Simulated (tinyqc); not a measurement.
A spin-degenerate level with charging energy between two leads, rate equations: one step of the calculation.

States 0, up, down and 2 with energies 0, e1 - Ez/2, e1 + Ez/2 and 2 e1 + U. mu_L = +V/2, mu_R = -V/2 (meV), f(x) = 1/(1 + exp(x/kB T)). A transition that adds one electron of given spin at the energy E has the rate G f(E - mu) from each lead, and its reverse G [1 - f(E - mu)]. I counts electrons leaving the left lead, times q.

Problem. Rate matrix. dp/dt = W p; W_ji is the rate from state i to j, and each column sums to zero.

Values chosen for this exercise:
```
symbol,value,unit,meaning
GL,0.12,1/ns,tunnel rate to the left lead
GR,0.22,1/ns,tunnel rate to the right lead
```

```
transition         fL  fR (1e-22)
0-up        1.0000000   7.1438232
0-down      1.0000000   0.0625203
up-2        0.9996572   0.0000000
down-2      0.9999970   0.0000000
```

Give: W.

Solution.

W (1/ns):
```
             0        up      down         2
0     -0.24000   0.22000   0.22000   0.00000
up     0.12000  -0.33996   0.00000   0.22004
down   0.12000   0.00000  -0.34000   0.22000
2      0.00000   0.11996   0.12000  -0.44004
```

Range of the model: Rate equations need hbar G well below kB T; cotunnelling and the Kondo effect are left out.

Numbers from tinyqc (`OMP_NUM_THREADS=1 python tinyqc.py 2780103 2780104 out.jsonl`; about 0.01 s on one thread of a shared Intel Xeon 2.30GHz).
